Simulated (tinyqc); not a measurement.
Phonon side bands at T = 0: configuration-coordinate model of carrier capture at a defect.

Two parabolas of equal curvature k in one coordinate Q: with the carrier free at the band edge, U_f = k Q^2/2; with the carrier trapped, U_t = k (Q - dQ)^2/2 - ET. ER = k dQ^2/2, Huang-Rhys factor S = ER/hw, hw = 0.0646541 sqrt(k/M) eV for k in eV/angstrom^2 and M in u. The curves cross at a height Eb = (ER - ET)^2/(4 ER) above the free minimum.

Values chosen for the exercise (out of a larger set: of the size met at a deep level in Si; not measured data):
- ET = 0.47 eV (thermal depth of the level below the band edge)
- ER = 0.2 eV (relaxation energy)
- hw = 0.041 eV (phonon energy of the mode)

Weights exp(-S) S^j/j! of the line with j phonons, S = ER/hw; absorption at ET + j hw, emission at ET - j hw (a dash if negative).

Lines:
```
j    weight  absorption (eV)  emission (eV)
0   0.00761            0.470          0.470
1   0.03713            0.511          0.429
2   0.09056            0.552          0.388
3   0.14726            0.593          0.347
4   0.17958            0.634          0.306
5   0.17520            0.675          0.265
6   0.14244            0.716          0.224
7   0.09926            0.757          0.183
8   0.06053            0.798          0.142
9   0.03281            0.839          0.101
10  0.01600            0.880          0.060
11  0.00710            0.921          0.019
12  0.00288            0.962              -
13  0.00108            1.003              -
```

The zero-phonon line holds 0.761 % of the band and the largest weight falls on j = 4, next to S = 4.88; the lines listed add to 0.9994.

(tinyqc, `OMP_NUM_THREADS=1 python tinyqc.py 1451329 1451330 out.jsonl`, Intel(R) Xeon(R) Processor @ 2.30GHz, 1 thread, shared host, about 0.01 s.)
